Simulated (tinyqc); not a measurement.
Worked calculation (part 3 of 3): UHF in the sto-6g basis, for BeH2, spin multiplicity 1. Computed by tinyqc, a small Python program that keeps every step (integrals from PySCF). Command: `OMP_NUM_THREADS=1 python tinyqc.py 23683 23684 out.jsonl` (the two numbers bound the seeds that draw the settings). One thread of a shared host (Intel(R) Xeon(R) Processor @ 2.60GHz), about 0.2 s of CPU time with the checks.

Geometry (angstrom):
```
atom         x          y         z
Be    0.000000   0.000000  0.000000
H     0.000000   1.471000  0.150000
H     0.000000  -1.471000  0.150000
```

## Iteration 26 (converged): orbitals

converged F(alpha) (hartree):
```
            1Be 1s     1Be 2s    1Be 2px    1Be 2py    1Be 2pz      2H 1s      3H 1s
1Be 1s   -4.595949  -1.249268   0.000000   0.000000   0.002202  -0.264616  -0.264616
1Be 2s   -1.249268  -0.577653  -0.000004   0.000000  -0.019520  -0.364922  -0.364922
1Be 2px   0.000000  -0.000004   0.210211   0.000000   0.000000  -0.000002  -0.000002
1Be 2py   0.000000   0.000000   0.000000  -0.179961   0.000000  -0.314284   0.314284
1Be 2pz   0.002202  -0.019520   0.000000   0.000000   0.207585  -0.025299  -0.025299
2H 1s    -0.264616  -0.364922  -0.000002  -0.314284  -0.025299  -0.264119  -0.027503
3H 1s    -0.264616  -0.364922  -0.000002   0.314284  -0.025299  -0.027503  -0.264119
```

converged F(beta) (hartree):
```
            1Be 1s     1Be 2s   1Be 2px    1Be 2py    1Be 2pz      2H 1s      3H 1s
1Be 1s   -4.595949  -1.249268  0.000000   0.000000   0.002202  -0.264616  -0.264616
1Be 2s   -1.249268  -0.577653  0.000004   0.000000  -0.019520  -0.364922  -0.364922
1Be 2px   0.000000   0.000004  0.210211   0.000000   0.000000   0.000002   0.000002
1Be 2py   0.000000   0.000000  0.000000  -0.179961   0.000000  -0.314284   0.314284
1Be 2pz   0.002202  -0.019520  0.000000   0.000000   0.207585  -0.025299  -0.025299
2H 1s    -0.264616  -0.364922  0.000002  -0.314284  -0.025299  -0.264119  -0.027503
3H 1s    -0.264616  -0.364922  0.000002   0.314284  -0.025299  -0.027503  -0.264119
```

X:
```
            1Be 1s     1Be 2s   1Be 2px    1Be 2py    1Be 2pz      2H 1s      3H 1s
1Be 1s    1.027282  -0.148093  0.000000   0.000000  -0.001793   0.018508   0.018508
1Be 2s   -0.148093   1.194577  0.000000   0.000000   0.019962  -0.260319  -0.260319
1Be 2px   0.000000   0.000000  1.000000   0.000000   0.000000   0.000000   0.000000
1Be 2py   0.000000   0.000000  0.000000   1.279106   0.000000  -0.363338   0.363338
1Be 2pz  -0.001793   0.019962  0.000000   0.000000   1.002358  -0.030864  -0.030864
2H 1s     0.018508  -0.260319  0.000000  -0.363338  -0.030864   1.223960  -0.073339
3H 1s     0.018508  -0.260319  0.000000   0.363338  -0.030864  -0.073339   1.223960
```

Diagonalise F' = X^T F X, C = X C', fill 3 alpha and 3 beta electrons from the bottom; D(s) = C_occ C_occ^T. Each column has its largest component positive (the first on a tie).

F' = X^T F X (alpha) (hartree):
```
           1          2          3          4          5          6          7
1  -4.499042  -0.657460   0.000000   0.000000   0.001598  -0.025693  -0.025693
2  -0.657460  -0.109847  -0.000003   0.000000   0.008404  -0.299891  -0.299891
3   0.000000  -0.000003   0.210211   0.000000   0.000000  -0.000001  -0.000001
4   0.000000   0.000000   0.000000   0.227341   0.000000  -0.409330   0.409330
5   0.001598   0.008404   0.000000   0.000000   0.211037  -0.031434  -0.031434
6  -0.025693  -0.299891  -0.000001  -0.409330  -0.031434   0.060704  -0.086120
7  -0.025693  -0.299891  -0.000001   0.409330  -0.031434  -0.086120   0.060704
```

orbital energies (alpha) (hartree): MO1 -4.597503, MO2 -0.433743, MO3 -0.393196, MO4 0.204916, MO5 0.210211, MO6 0.403061, MO7 0.767362

coefficients C (alpha):
```
               MO1        MO2        MO3        MO4        MO5        MO6        MO7
1Be 1s    0.994703  -0.205157   0.000000   0.047718   0.000002  -0.210069   0.000000
1Be 2s    0.021129   0.581945   0.000000  -0.215819  -0.000005   1.095076   0.000000
1Be 2px   0.000000   0.000006   0.000000  -0.000035   1.000000  -0.000005   0.000000
1Be 2py   0.000000   0.000000   0.496796   0.000000   0.000000   0.000000   1.285821
1Be 2pz  -0.000166   0.023396   0.000000   0.975380   0.000035   0.234764   0.000000
2H 1s    -0.002451   0.395764   0.422927   0.097904  -0.000003  -0.751535  -0.891426
3H 1s    -0.002451   0.395764  -0.422927   0.097904  -0.000003  -0.751535   0.891426
```

F' = X^T F X (beta) (hartree):
```
           1          2         3          4          5          6          7
1  -4.499042  -0.657460  0.000000   0.000000   0.001598  -0.025693  -0.025693
2  -0.657460  -0.109847  0.000003   0.000000   0.008404  -0.299891  -0.299891
3   0.000000   0.000003  0.210211   0.000000   0.000000   0.000001   0.000001
4   0.000000   0.000000  0.000000   0.227341   0.000000  -0.409330   0.409330
5   0.001598   0.008404  0.000000   0.000000   0.211037  -0.031434  -0.031434
6  -0.025693  -0.299891  0.000001  -0.409330  -0.031434   0.060704  -0.086120
7  -0.025693  -0.299891  0.000001   0.409330  -0.031434  -0.086120   0.060704
```

orbital energies (beta) (hartree): MO1 -4.597503, MO2 -0.433743, MO3 -0.393196, MO4 0.204916, MO5 0.210211, MO6 0.403061, MO7 0.767362

coefficients C (beta):
```
               MO1        MO2        MO3        MO4        MO5        MO6        MO7
1Be 1s    0.994703  -0.205157   0.000000   0.047718  -0.000002  -0.210069   0.000000
1Be 2s    0.021129   0.581945   0.000000  -0.215819   0.000005   1.095076   0.000000
1Be 2px   0.000000  -0.000006   0.000000   0.000035   1.000000   0.000005   0.000000
1Be 2py   0.000000   0.000000   0.496796   0.000000   0.000000   0.000000   1.285821
1Be 2pz  -0.000166   0.023396   0.000000   0.975380  -0.000035   0.234764   0.000000
2H 1s    -0.002451   0.395764   0.422927   0.097904   0.000003  -0.751535  -0.891426
3H 1s    -0.002451   0.395764  -0.422927   0.097904   0.000003  -0.751535   0.891426
```

D(alpha) after iteration 26:
```
            1Be 1s     1Be 2s    1Be 2px    1Be 2py    1Be 2pz      2H 1s      3H 1s
1Be 1s    1.031523  -0.098373  -0.000001   0.000000  -0.004965  -0.083631  -0.083631
1Be 2s   -0.098373   0.339107   0.000004   0.000000   0.013612   0.230261   0.230261
1Be 2px  -0.000001   0.000004   0.000000   0.000000   0.000000   0.000002   0.000002
1Be 2py   0.000000   0.000000   0.000000   0.246806   0.000000   0.210108  -0.210108
1Be 2pz  -0.004965   0.013612   0.000000   0.000000   0.000547   0.009260   0.009260
2H 1s    -0.083631   0.230261   0.000002   0.210108   0.009260   0.335503  -0.022232
3H 1s    -0.083631   0.230261   0.000002  -0.210108   0.009260  -0.022232   0.335503
```

D(beta) after iteration 26:
```
            1Be 1s     1Be 2s    1Be 2px    1Be 2py    1Be 2pz      2H 1s      3H 1s
1Be 1s    1.031523  -0.098373   0.000001   0.000000  -0.004965  -0.083631  -0.083631
1Be 2s   -0.098373   0.339107  -0.000004   0.000000   0.013612   0.230261   0.230261
1Be 2px   0.000001  -0.000004   0.000000   0.000000   0.000000  -0.000002  -0.000002
1Be 2py   0.000000   0.000000   0.000000   0.246806   0.000000   0.210108  -0.210108
1Be 2pz  -0.004965   0.013612   0.000000   0.000000   0.000547   0.009260   0.009260
2H 1s    -0.083631   0.230261  -0.000002   0.210108   0.009260   0.335503  -0.022232
3H 1s    -0.083631   0.230261  -0.000002  -0.210108   0.009260  -0.022232   0.335503
```

## Convergence

Stop when the energy changes by less than 1e-10 hartree and every element of the error matrix X^T (F D S - S D F) X (for each spin) is below 3e-06.

Course of the cycle:
```
iteration   E (hartree)     change  largest element of the error matrix
1          -14.86168353          -                             2.83e-01
2          -15.33041922  -4.69e-01                             1.81e-01
3          -15.54254548  -2.12e-01                             8.54e-02
4          -15.62096092  -7.84e-02                             5.68e-02
5          -15.65900159  -3.80e-02                             4.37e-02
6          -15.68316976  -2.42e-02                             2.80e-02
7          -15.69278427  -9.61e-03                             1.77e-02
8          -15.69684633  -4.06e-03                             1.08e-02
9          -15.69823595  -1.39e-03                             6.82e-03
10         -15.69879872  -5.63e-04                             4.21e-03
11         -15.69900318  -2.04e-04                             2.64e-03
12         -15.69908416  -8.10e-05                             1.61e-03
13         -15.69911399  -2.98e-05                             9.90e-04
14         -15.69912528  -1.13e-05                             6.05e-04
15         -15.69912942  -4.14e-06                             3.71e-04
16         -15.69913098  -1.56e-06                             2.26e-04
17         -15.69913155  -5.74e-07                             1.37e-04
18         -15.69913177  -2.13e-07                             8.36e-05
19         -15.69913185  -7.90e-08                             5.10e-05
20         -15.69913188  -2.92e-08                             3.11e-05
21         -15.69913189  -1.09e-08                             1.89e-05
22         -15.69913189  -4.02e-09                             1.15e-05
23         -15.69913189  -1.49e-09                             7.00e-06
24         -15.69913189  -5.51e-10                             4.26e-06
25         -15.69913189  -2.04e-10                             2.59e-06
26         -15.69913189  -7.56e-11                             1.58e-06
```

PySCF UHF in the same basis, after a stability check = -15.69913189 hartree

Converged in 26 iterations.

## Populations, bond orders and dipole

overlap S:
```
           1Be 1s    1Be 2s   1Be 2px    1Be 2py   1Be 2pz     2H 1s      3H 1s
1Be 1s   1.000000  0.254764  0.000000   0.000000  0.000000  0.052990   0.052990
1Be 2s   0.254764  1.000000  0.000000   0.000000  0.000000  0.406109   0.406109
1Be 2px  0.000000  0.000000  1.000000   0.000000  0.000000  0.000000   0.000000
1Be 2py  0.000000  0.000000  0.000000   1.000000  0.000000  0.480790  -0.480790
1Be 2pz  0.000000  0.000000  0.000000   0.000000  1.000000  0.049027   0.049027
2H 1s    0.052990  0.406109  0.000000   0.480790  0.049027  1.000000   0.024075
3H 1s    0.052990  0.406109  0.000000  -0.480790  0.049027  0.024075   1.000000
```

Mulliken: Z minus the diagonal of D S on the atom; Loewdin: the same with S^(1/2) D S^(1/2); Mayer order: 2 sum_s sum (D(s) S)_ij (D(s) S)_ji over the two atoms.

Charges (e):
```
atom   Mulliken    Loewdin  Mulliken spin
1Be    0.102076   0.083618              0
2H    -0.051038  -0.041809              0
3H    -0.051038  -0.041809              0
```

Mayer bond orders:
```
pair     order
2-1   0.994766
3-1   0.994766
3-2   0.002629
```

dipole moment about the origin, x y z (debye): 0.000000  0.000000  -0.471550

<S^2> of the determinant (pure state: 0) = 1.48e-10
